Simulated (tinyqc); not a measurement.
Polytypes and stacking faults of a tetrahedral semiconductor in an axial Ising model with couplings up to third neighbours: one step, computed by the program tinyqc. Command: `OMP_NUM_THREADS=1 python tinyqc.py 3021690 3021691 out.jsonl polytype walk`. One thread of a shared host (Intel(R) Xeon(R) Processor @ 2.30GHz), about 0.01 s of CPU time with the checks.

Each double layer has s = +1 or -1 for the sense of its stacking step; E per pair of atoms = E0 - sum_n J_n <s_i s_(i+n)>, n = 1, 2, 3. Hexagonality h = (1 - <s_i s_(i+1)>)/2.

Question. Splitting of a basal screw dislocation. Screw line, bounded by the I2 fault of energy gamma: b = a, partials b_p = a/sqrt 3; d = G b_p^2 (2 - 3 nu)/(8 pi gamma (1 - nu)). One partial is driven off by the shear stress gamma/b_p along its Burgers vector.

Inputs (values chosen for the exercise, of the order of those of GaN for J, a, G and the gaps): basal lattice constant a = 3.19 angstrom; shear modulus G = 123 GPa; Poisson ratio nu = 0.22.

Host polytype: 2H.

energy of the glide fault, I2 = 34.95687 mJ/m^2

Give: splitting width d; stress to open the fault.

Answer.

splitting width d = 8.158 nm

stress to open the fault = 189.8 MPa
